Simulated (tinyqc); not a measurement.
Changing the spin polarisation P1: two coupled magnetic layers: synthetic antiferromagnet, spin flop, exchange bias and magnetoresistance. Computed by tinyqc, a small Python program. Command: `OMP_NUM_THREADS=1 python tinyqc.py 3014198 3014199 out.jsonl saf sweep`. One thread of a shared host (Intel(R) Xeon(R) Processor @ 2.30GHz), about 0.7 s of CPU time with the checks.

Moments lie in the plane at the angles p1, p2 from the field. Energy per area: E = J1 cos(p1 - p2) + J2 cos^2(p1 - p2) - B M_s (t1 cos p1 + t2 cos p2) + K (t1 sin^2 p1 + t2 sin^2 p2).

Inputs (values chosen for the exercise, for a model stack):

| quantity | value | unit |
|---|---|---|
| saturation magnetisation M_s | 1410 | kA/m |
| thickness t1 | 2.8 | nm |
| thickness t2 | 2.8 | nm |
| antiferromagnetic coupling J1 | 0.62 | mJ/m^2 |
| biquadratic coupling J2 | 0 | mJ/m^2 |
| in-plane anisotropy K | 13 | kJ/m^3 |
| field over the saturation field | 0.75 | - |
| spin polarisation P2 | 0.8 | - |
| resistance-area product, parallel | 14 | ohm micrometre^2 |

Field direction: along the easy axis.

Method:
- The parallel state is stable while the Hessian at p1 = p2 = 0 is positive: with c = J1 + 2 J2 and u = B M_s + 2K, (u t1 - c)(u t2 - c) > c^2, so B_sat M_s = c (1/t1 + 1/t2) - 2K. B_K = 2K/M_s.
- The lowest minimum of E over both angles (from five starts; of two mirror images the one with p1 >= 0, and for equal layers |p1| <= |p2|).
- Julliere: TMR = 2 P1 P2/(1 - P1 P2). Conductance G(theta) = G0 (1 + P1 P2 cos theta), so RA(theta) = RA_P (1 + P1 P2)/(1 + P1 P2 cos theta); theta = p2 for the layer next to the barrier.

One run for each value:

| spin polarisation P1 | TMR (%) | RA, antiparallel (ohm micrometre^2) |
|---|---|---|
| 0.20 | 38.10 | 19.33 |
| 0.31 | 65.96 | 23.23 |
| 0.41 | 97.62 | 27.67 |
| 0.52 | 142.47 | 33.95 |
| 0.63 | 203.23 | 42.45 |
| 0.74 | 290.20 | 54.63 |
| 0.84 | 409.76 | 71.37 |
| 0.95 | 633.33 | 102.67 |

What does the table show?

Over the rows, TMR (%) rises from 38.1 to 633 (exponent d ln y / d ln x 1.3 between the first rows and 3.5 between the last); RA, antiparallel (ohm micrometre^2) rises from 19.3 to 103 (exponent d ln y / d ln x 0.42 between the first rows and 3.0 between the last).

Extremes, crossings and ranges named in words are read from the listed rows.
